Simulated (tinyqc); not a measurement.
# Which input was changed?

Model: single-band model of a thermoelectric material. Computed by tinyqc, a small Python program. Command: `OMP_NUM_THREADS=1 python tinyqc.py 3019162 3019163 out.jsonl thermo which`. One thread of a shared host (Intel(R) Xeon(R) Processor @ 2.30GHz), about 0.2 s of CPU time with the checks.

One spherical band, one scattering law, no minority carriers and no phonon drag. In a real material minority carriers limit |S| to about E_g/(2 e T), so larger values are formal. eta = E_F/(k_B T) is counted from the band edge; f = 1/(1 + exp(x - eta)).

Inputs (values chosen for the exercise, for a model material):

| quantity | value | unit |
|---|---|---|
| density-of-states mass m | 0.73 | m_0 |
| mobility parameter mu_300 | 270 | cm^2/(V s) |
| temperature exponent p | 2 | - |
| lattice thermal conductivity kappa_L | 3.8 | W/(m K) |
| carrier density n | 2.3e+18 | 1/cm^3 |
| temperature T | 430 | K |

Band: parabolic. Scattering: acoustic phonons, r = -0.5.

Constants: m_0 = 9.1093837015e-31 kg; k_B = 1.380649e-23 J/K; hbar = 1.054571817e-34 J s; k_B = 8.617333262e-05 eV/K; e = 1.602176634e-19 C.

Method:
- With x = E/(k_B T), a = alpha k_B T (0 for a parabolic band), G = x (1 + a x), D = 1 + 2 a x and <y> = int y f (1 - f) dx, f = 1/(1 + exp(x - eta)): tau = tau_0 G^r/D; transport function s = G^(3/2 + r)/D^2; n = N_0 <G^(3/2)> with N_0 = (2 m k_B T)^(3/2)/(3 pi^2 hbar^3).
- Integrals over x = E/(k_B T) use 160 Gauss-Legendre points in u = sqrt(x) from 0 to sqrt(max(eta, 0) + 32).
- Solve for eta.
- sigma = e mu_0 N_0 <s> with mu_0 = e tau_0/m = mu_300 (T/300 K)^(-p); |S| = (k_B/e)(<x s>/<s> - eta); Lorenz number L = (k_B/e)^2 (<x^2 s>/<s> - (<x s>/<s>)^2); kappa_e = L sigma T; zT = S^2 sigma T/(kappa_L + kappa_e).
- Hall factor r_H = <G^(3/2)> <G^(3/2 + 2r)/D^4>/<s>^2; drift mobility sigma/(n e) with n = N_0 <G^(3/2)>; power factor S^2 sigma.
- Quality factor B = (k_B/e)^2 e mu_0 N_0 T/kappa_L; zT and the power factor are maximised over eta between -8 and 30.

Task: One of these inputs alone was changed, within the range given: density-of-states mass m (0.365 to 1.46); mobility parameter mu_300 (135 to 540); lattice thermal conductivity kappa_L (1.9 to 7.6); carrier density n (1.15e+18 to 4.6e+18). Which one, and to what value?

Results:

| run | zT | Seebeck coefficient \|S\| (microvolt/K) | density of the largest zT (1/cm^3) |
|---|---|---|---|
| before | 0.06005225 | 385.2044 | 2.761799e+19 |
| after | 0.05684832 | 393.7664 | 2.761799e+19 |

Result:

Each candidate set to reproduce zT, and what it then gives:

| candidate | range searched | value needed | Seebeck coefficient \|S\| (microvolt/K) | density of the largest zT (1/cm^3) |
|---|---|---|---|---|
| density-of-states mass m (m_0) | 0.365 to 1.46 | 0.6743 | 375.08 | 2.4983e+19 |
| mobility parameter mu_300 (cm^2/(V s)) | 135 to 540 | 255.5 | 385.20 | 2.7865e+19 |
| lattice thermal conductivity kappa_L (W/(m K)) | 1.9 to 7.6 | 4.015 | 385.20 | 2.7865e+19 |
| carrier density n (1/cm^3) | 1.15e+18 to 4.6e+18 | 2.080e18 | 393.77 | 2.7618e+19 |

Only carrier density n fits every result: it went from 2.3e+18 to 2.08e18 1/cm^3. The next best candidate, lattice thermal conductivity kappa_L, misses one result by 2.2 %.

Caution: at so low a doping minority carriers, left out here, would cut S in a narrow-gap material.
